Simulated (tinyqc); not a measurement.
# FinFET, parasitic resistance, capacitance and delay: effect of the contact resistivity

Nf fins under one contact; each has gated perimeter p = 2 Hf + Wf and cross-section A = Hf Wf; contact width Wc = Nf pf, stack height Hs = Hf. Contact length Lc = CPP - Lg - 2 Lsp, shared by two neighbouring gates. Source and drain sides are equal. The formulas are first-order estimates, not field solutions.

Epitaxy sheet resistance Rsh = re/te, transfer length LT = sqrt(rc/Rsh), contact Rc = [sqrt(rc Rsh)/Wc] coth(Lc/(2 LT)); extension of one fin Rx = rx Lsp/A. With N fins: gate Cg = Cinv p N Lg; per side, plate Cp = ks eps0 [Wc (Hs + Hc) - N A]/Lsp, top fringe Cf = (2/pi) ks eps0 Wc ln(1 + Lg/(2 Lsp)), overlap Co = Cinv p N Lov. One fin: I = p Q vx u/(1 + |u|^1.8)^(1/1.8), Q = Cinv n Vt ln(1 + exp((Vg' - VT + dl Vd')/(n Vt))), u = Vd' mu/(vx Lg), Vg' = Vgs - v, Vd' = Vds - 2 v, with the drop on each side v = Rc (sum of I) + Rx I. Ieff = [I(Vgs = Vdd, Vds = Vdd/2) + I(Vdd/2, Vdd)]/2, total currents. With Cs = Cp + Cf + Co, the load of an inverter of two such devices driving an equal one is CL = 2 (Cg + 2 Cs) + 4 Cs + Cw (own drains counted twice for the Miller effect); delay CL Vdd/(2 Ieff).

Inputs (values chosen for the exercise); values close to those of silicon logic devices: temperature T = 300 K; number of fins Nf = 2; fin height Hf = 60 nm; fin width Wf = 5 nm; fin pitch pf = 30 nm; contacted gate pitch CPP = 45 nm; gate length Lg = 12 nm; spacer length Lsp = 6 nm; relative permittivity of the spacer ks = 5.5; gate height above the channel stack Hc = 15 nm; resistivity of the source-drain epitaxy re = 0.00032 ohm cm; current-carrying depth of the epitaxy te = 25 nm; resistivity of the extension rx = 0.0015 ohm cm; gate overlap Lov = 0.5 nm; inversion capacitance Cinv = 3.5 uF/cm^2; injection velocity vx = 1.4e7 cm/s; apparent mobility mu = 270 cm^2/(V s); threshold at zero drain voltage VT = 0.2 V; barrier lowering dl = 0.079 V/V; subthreshold factor n = 1.19; wire load Cw = 0.17 fF; supply voltage Vdd = 0.8 V.

Constants: q = 1.602176634e-19 C, kB = 1.380649e-23 J/K, eps0 = 8.8541878128e-12 F/m, Vt = kB T/q. Results are converted to the units shown.

The same in every row: Rx/N (ohm) = 150.0; CL (aF) = 678.5.

Effect of the contact resistivity:
```
rc (ohm cm^2)  Rc (ohm)  Ieff (uA)  delay (ps)
1e-10             22.72      423.4      0.6411
2.1e-10           40.49      413.1      0.6571
4.5e-10           78.74      391.5      0.6933
9.7e-10           161.4      347.3      0.7816
2.1e-9            340.8      268.8       1.010
4.4e-9            705.9      180.7       1.502
9.4e-9             1500      106.8       2.541
2e-8               3182      58.29       4.657
```

As rc goes from 1e-10 to 2e-8 ohm cm^2, Ieff falls from 423 to 58.3 uA, CL stays at 679 aF and the delay rises from 0.641 to 4.66 ps. Rc goes as rc^(0.78) at the start and rc^(1.00) at the end (1/2 for a long contact, 1 for a short one). For rc = 1e-10 to 2.1e-10 ohm cm^2 rc lies near or below the quantum limit of metal-silicon contacts.

tinyqc, about 0.04 s, one thread, Intel Xeon 2.30GHz (shared host): `OMP_NUM_THREADS=1 python tinyqc.py 2170119 2170120 out.jsonl`
